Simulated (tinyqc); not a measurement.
# MOS inversion layer, Poisson-Schroedinger loop: what changes with what

Electrons confined at an insulator interface at z = 0, treated as a hard wall; parabolic valleys, Hartree approximation, no image or exchange terms. The depletion charge lies far deeper than the electrons and gives a uniform field q Nd/(eps0 eps_r); the gate balances all charge. Energies are counted from the band edge at the interface.

Parameters, values chosen for the exercise; masses and permittivity close to those of silicon (111):
- T = 200 K (temperature)
- eps_r = 11.5 (relative permittivity)
- mz1 = 0.254 m0 (mass along z of valley set A (6 valley(s)))
- md1 = 0.362 m0 (in-plane density-of-states mass of set A)
- Ns = 4.6e11 cm^-2 (sheet density of electrons)
- Nd = 3.9e12 cm^-2 (sheet density of depletion charge)

Constants: q = 1.602176634e-19 C, kB = 1.380649e-23 J/K, hbar = 1.054571817e-34 J s, m0 = 9.1093837015e-31 kg, Vt = kB T/q, eps0 = 8.8541878128e-14 F/cm where lengths are in cm, hbar^2/(2 m0) = 0.0380998212 eV nm^2. Results are converted to the units shown.

Each table varies one quantity; the others keep the values above.

## Effect of the sheet density of depletion charge

Schroedinger equation -(C/mz) psi'' + (V0 + U) psi = E psi, C = hbar^2/(2 m0), psi(0) = 0, on a uniform mesh of 800 nodes with a far wall at 69 nm, 8 levels a set; V0 = q Nd z/(eps0 eps_r); dU/dz = q (Ns - integral of n from 0 to z)/(eps0 eps_r), U(0) = 0; N_k = g md m0 q Vt/(pi hbar^2) ln(1 + exp((EF - E_k)/Vt)), g the number of valleys of the set, sum N_k = Ns. Triangular well: E_k = a_k (C F^2/mz)^(1/3), a_1 = 2.338107, a_2 = 4.087949, C = hbar^2/(2 m0), F in eV/nm. Fang-Howard (all electrons in the lowest level of set A): b^3 = 6 (mz1/C) q (Nd + 11 Ns/32)/(eps0 eps_r), centroid 3/b, level C b^2/(4 mz1) + (3/b) q (Nd + 11 Ns/16)/(eps0 eps_r). The centroid adds 3.9 z_av/eps_r to an oxide-equivalent thickness. Shares under 0.0001 % are printed as 0.

Effect of the sheet density of depletion charge:
```
Nd (cm^-2)	A1 (meV)	A2 (meV)	EF (meV)	share of A1 (%)	share of A2 (%)	centroid z_av (nm)	added oxide equivalent (nm)	Fang-Howard centroid (nm)
1e11	47.7	71.2	-19.8	67.1	17.2	7.82	2.65	5.50
1.7e11	51.8	78.3	-14.1	73.6	16.0	6.41	2.17	5.08
3.1e11	59.9	92.6	-3.94	82.8	12.5	5.01	1.70	4.51
5.3e11	71.9	114	9.70	90.7	7.77	4.04	1.37	3.97
9.4e11	92.4	152	31.3	96.6	3.16	3.28	1.11	3.39
1.6e12	122	204	61.0	99.1	0.844	2.75	0.932	2.90
2.9e12	171	292	110	99.9	0.0919	2.27	0.771	2.41
5e12	238	411	178	100	0.00460	1.91	0.648	2.03
```

As Nd goes from 1e11 to 5e12, A1 rises from 47.7 to 238 meV, the share of A1 rises from 67.1 to 100 % and the centroid falls from 7.82 to 1.91 nm. A1 goes as Nd^(0.61) between the last two rows (a triangular well in the field of that charge alone gives 2/3). The Fang-Howard centroid is 30 % below the full one in the first row, where A1 holds 67.1 %, and 6.0 % above it in the last, where A1 holds 100 %. For Nd = 1e11 the eighth level of a set still holds over 0.4 % of the electrons, so more levels and a farther wall would raise the centroid.

## Effect of the sheet density of electrons

Schroedinger equation -(C/mz) psi'' + (V0 + U) psi = E psi, C = hbar^2/(2 m0), psi(0) = 0, on a uniform mesh of 800 nodes with a far wall at 16 nm, 8 levels a set; V0 = q Nd z/(eps0 eps_r); dU/dz = q (Ns - integral of n from 0 to z)/(eps0 eps_r), U(0) = 0; N_k = g md m0 q Vt/(pi hbar^2) ln(1 + exp((EF - E_k)/Vt)), g the number of valleys of the set, sum N_k = Ns.

Effect of the sheet density of electrons:
```
Ns (cm^-2)	A1 (meV)	A2 (meV)	EF (meV)	share of A1 (%)	share of A2 (%)	centroid z_av (nm)	added oxide equivalent (nm)	Fang-Howard centroid (nm)
1e11	196	341	109	100	0.0222	2.09	0.710	2.22
2.1e11	198	344	124	100	0.0217	2.09	0.707	2.21
4.5e11	204	351	143	100	0.0206	2.07	0.702	2.20
9.7e11	217	365	169	100	0.0186	2.04	0.691	2.16
2.1e12	243	396	209	100	0.0150	1.98	0.670	2.10
4.4e12	292	453	273	100	0.0101	1.87	0.635	1.99
9.4e12	389	566	385	100	0.00482	1.70	0.578	1.82
2e13	563	768	580	100	0.00144	1.49	0.505	1.58
```

What does the comparison show?

As Ns goes from 1e11 to 2e13, A1 rises from 196 to 563 meV, the share of A1 stays near 100 % and the centroid falls from 2.09 to 1.49 nm. A1 goes as Ns^(0.49) between the last two rows (a triangular well in the field of that charge alone gives 2/3). EF lies more than 2 meV above A1 for Ns = 2e13. The Fang-Howard centroid is 5.9 % above the full one in the first row, where A1 holds 100 %, and 6.5 % above it in the last, where A1 holds 100 %.

Program tinyqc, `OMP_NUM_THREADS=1 python tinyqc.py 2160023 2160024 out.jsonl`; Intel Xeon 2.30GHz, shared host, one thread, about 0.4 s.
